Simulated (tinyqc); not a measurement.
Penn model of the dielectric constant and Phillips ionicity: sweeps and comparisons. A value that a table varies takes the place of the one given here.

n = 32/a^3; Ep^2 = 8 pi c e2 n with c = hbar^2/2m0, e2 = e^2/(4 pi eps0); EF = c (3 pi^2 n)^(2/3); eps = 1 + (Ep/Eg)^2 S with S = 1 - Eg/(4 EF) + (Eg/(4 EF))^2/3, Eg the Penn gap. Core d shells are left out.

Phillips: bond length d = sqrt(3) a/4; homopolar gap Eh = 39.74 d^(-2.48) eV (d in angstrom); Eg^2 = Eh^2 + C^2; ionicity fi = C^2/Eg^2.

Constants: hbar^2/2m0 = 3.80998211 eV angstrom^2; e^2/(4 pi eps0) = 14.39964547 eV angstrom.

Values chosen for the exercise (out of a larger set: near those of diamond; not measured data):
- a = 3.566 angstrom (cubic lattice constant, 32 valence electrons a cell)
- C0 = 0 eV (ionic gap, held fixed)
- ei = 5.56 (high-frequency dielectric constant)

## Dielectric constant under pressure

The lattice constant is scaled by the factor listed; C = C0.

Results:

| factor | Eh (eV) | Eg (eV) | Ep (eV) | eps | fi |
|---|---|---|---|---|---|
| 0.94 | 15.774 | 15.774 | 34.227 | 5.163 | 0.000 |
| 0.96 | 14.971 | 14.971 | 33.163 | 5.344 | 0.000 |
| 0.98 | 14.225 | 14.225 | 32.153 | 5.529 | 0.000 |
| 0.99 | 13.871 | 13.871 | 31.667 | 5.623 | 0.000 |
| 1.00 | 13.530 | 13.530 | 31.193 | 5.718 | 0.000 |
| 1.01 | 13.200 | 13.200 | 30.731 | 5.813 | 0.000 |
| 1.02 | 12.882 | 12.882 | 30.280 | 5.910 | 0.000 |
| 1.04 | 12.276 | 12.276 | 29.411 | 6.106 | 0.000 |

What does this show, and why?

d ln eps/d ln a = +1.67 around factor 1: eps falls under compression. Ep^2 goes as a^-3 and Eh^2 as a^-4.96; with C fixed Eg^2 goes as a^-4.96 at fi = 0.000, and leaving S aside the two powers balance at fi = 0.395. The slope is a difference of two powers and the model omits d shells and any change of C, so it is no prediction for a real crystal; eps from C0 (row 1.00) need not match a measured ei.

## What moves the Penn gap and the ionicity

Eg from ei; fi = 1 - (Eh/Eg)^2, printed even where negative. Each row changes one parameter from the base and keeps the others.

Results:

| case | Ep (eV) | Eg (eV) | Eh (eV) | fi |
|---|---|---|---|---|
| base | 31.193 | 13.748 | 13.530 | 0.031 |
| a = 3.637 angstrom | 30.284 | 13.340 | 12.884 | 0.067 |
| ei = 5 | 31.193 | 14.621 | 13.530 | 0.144 |

What can be read from the table?

The largest shifts from the base row, up to three for each result and ties (the steps differ in size, so this ranks the rows, not the parameters). Ep (eV): a -0.909; unchanged at the printed digits by ei. Eg (eV): ei +0.873, a -0.408. Eh (eV): a -0.646; unchanged at the printed digits by ei. fi: ei +0.112, a +0.036. For an elemental crystal fi should vanish; the values measure the misfit of the rule for Eh.

Computed by tinyqc, a small Python program: `OMP_NUM_THREADS=1 python tinyqc.py 1681435 1681436 out.jsonl` (the numbers bound the seed that draws the inputs); one thread of a shared host (Intel(R) Xeon(R) Processor @ 2.30GHz), about 0.01 s for the whole set of steps.
